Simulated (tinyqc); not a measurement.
From results back to parameters: overlap of hydrogenic dopants: pairs, impurity band and the Mott density. Two cases, with inputs chosen for the exercise.

Problem. Ry* = Ry m/eps^2, aB = a0 eps/m, and the Mott density is (0.26/aB)^3 (1/angstrom^3 = 1e24/cm^3). Binding energy and critical density come from a hidden mass and dielectric constant.

Constants: Ry = 13.60569312 eV; a0 (Bohr radius) = 0.5291772105 angstrom.

Find: aB; eps; m.

Method. aB = 0.26/n^(1/3); the product Ry* aB = Ry a0/eps gives eps, and m = a0 eps/aB.

Case 1.

binding energy = 35.46768 meV
critical density = 3.815332e+18 1/cm^3

Solution.

aB = 16.64 angstrom
eps = 12.20
m = 0.388 m0

Case 2.

binding energy = 33.66422 meV
critical density = 1.445137e+18 1/cm^3

Solution.

aB = 23.00 angstrom
eps = 9.30
m = 0.214 m0

Computed by tinyqc, one run a case: `OMP_NUM_THREADS=1 python tinyqc.py N N+1 out.jsonl` with N = 1480652, 1480725; one thread of a shared Intel(R) Xeon(R) Processor @ 2.30GHz, about 0.01 s a run at most.
